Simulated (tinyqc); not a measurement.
## Stacked nanosheet transistor, parasitic resistance, capacitance and delay: effect of the relative permittivity of the spacer

Ns sheets share one contact on top; each has perimeter p = 2 (Ws + ts) and cross-section A = Ws ts; contact width Wc = Ws + 10 nm, stack height Hs = Ns pv. Sheet 1 is the top one. Contact length Lc = CPP - Lg - 2 Lsp, shared by two neighbouring gates. Source and drain sides are equal. The formulas are first-order estimates, not field solutions.

Epitaxy sheet resistance Rsh = re/te, transfer length LT = sqrt(rc/Rsh), contact Rc = [sqrt(rc Rsh)/Wc] coth(Lc/(2 LT)); extension of one sheet Rx = rx Lsp/A. With N sheets: gate Cg = Cinv p N Lg; per side, plate Cp = ks eps0 [Wc (Hs + Hc) - N A]/Lsp, top fringe Cf = (2/pi) ks eps0 Wc ln(1 + Lg/(2 Lsp)), overlap Co = Cinv p N Lov. One sheet: I = p Q vx u/(1 + |u|^1.8)^(1/1.8), Q = Cinv n Vt ln(1 + exp((Vg' - VT + dl Vd')/(n Vt))), u = Vd' mu/(vx Lg), Vg' = Vgs - v, Vd' = Vds - 2 v, with the drop on each side v_j = Rc sum I + rv (sum over levels k = 2..j of the current of sheets k..Ns) + Rx I_j. Ieff = [I(Vgs = Vdd, Vds = Vdd/2) + I(Vdd/2, Vdd)]/2, total currents. With Cs = Cp + Cf + Co, the load of an inverter of two such devices driving an equal one is CL = 2 (Cg + 2 Cs) + 4 Cs + Cw (own drains counted twice for the Miller effect); delay CL Vdd/(2 Ieff).

Parameters, values chosen for the exercise; values close to those of silicon logic devices:
```
symbol,value,unit,meaning
T,300,K,temperature
Ns,3,,number of sheets
Ws,20,nm,sheet width
ts,7,nm,sheet thickness
pv,12,nm,vertical pitch of the sheets
rv,55,ohm,vertical resistance between sheet levels
CPP,45,nm,contacted gate pitch
Lg,14,nm,gate length
Lsp,4,nm,spacer length
Hc,25,nm,gate height above the channel stack
rc,7.6e-10,ohm cm^2,contact resistivity
re,0.00043,ohm cm,resistivity of the source-drain epitaxy
te,25,nm,current-carrying depth of the epitaxy
rx,0.00096,ohm cm,resistivity of the extension
Lov,1.5,nm,gate overlap
Cinv,3.4,uF/cm^2,inversion capacitance
vx,8.4e6,cm/s,injection velocity
mu,220,cm^2/(V s),apparent mobility
VT,0.28,V,threshold at zero drain voltage
dl,0.02,V/V,barrier lowering
n,1.09,,subthreshold factor
Cw,0.18,fF,wire load
Vdd,0.7,V,supply voltage
```

Constants: q = 1.602176634e-19 C, kB = 1.380649e-23 J/K, eps0 = 8.8541878128e-12 F/m, Vt = kB T/q. Results are converted to the units shown.

The same in every row: Rc (ohm) = 241.8; Rx/N (ohm) = 91.43; Ieff (uA) = 98.25.

Results:
```
ks  CL (aF)  delay (ps)
1     426.7       1.520
2     453.0       1.614
3     479.3       1.708
4     505.7       1.801
7     584.7       2.083
```

Estimate the missing row, ks = 5.5.

Computed row:
```
ks   CL (aF)  delay (ps)
5.5    545.2       1.942
```

With this row back in the table: As ks goes from 1 to 7, Ieff stays at 98.2 uA, CL rises from 427 to 585 aF and the delay rises from 1.52 to 2.08 ps.

Program tinyqc, `OMP_NUM_THREADS=1 python tinyqc.py 2170116 2170117 out.jsonl`; Intel Xeon 2.30GHz, shared host, one thread, about 0.1 s.
